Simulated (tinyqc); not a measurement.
Inside a calculation. Method: UKS/LDA (PW92) in the sto-6g basis, for Li, spin multiplicity 2. One step of it, computed by the program tinyqc.

Question. Orthogonalisation. S = U s U^T; symmetric (Loewdin) form X = U s^(-1/2) U^T, so that X^T S X = 1.

overlap S:
```
           1Li 1s    1Li 2s   1Li 2px   1Li 2py   1Li 2pz
1Li 1s   1.000000  0.235742  0.000000  0.000000  0.000000
1Li 2s   0.235742  1.000000  0.000000  0.000000  0.000000
1Li 2px  0.000000  0.000000  1.000000  0.000000  0.000000
1Li 2py  0.000000  0.000000  0.000000  1.000000  0.000000
1Li 2pz  0.000000  0.000000  0.000000  0.000000  1.000000
```

Give: eigenvalues of S; X.

Answer.

eigenvalues of S: 0.764  1.000  1.000  1.000  1.236

X:
```
         1Li 1s  1Li 2s  1Li 2px  1Li 2py  1Li 2pz
1Li 1s    1.022  -0.122    0.000    0.000    0.000
1Li 2s   -0.122   1.022    0.000    0.000    0.000
1Li 2px   0.000   0.000    1.000    0.000    0.000
1Li 2py   0.000   0.000    0.000    1.000    0.000
1Li 2pz   0.000   0.000    0.000    0.000    1.000
```
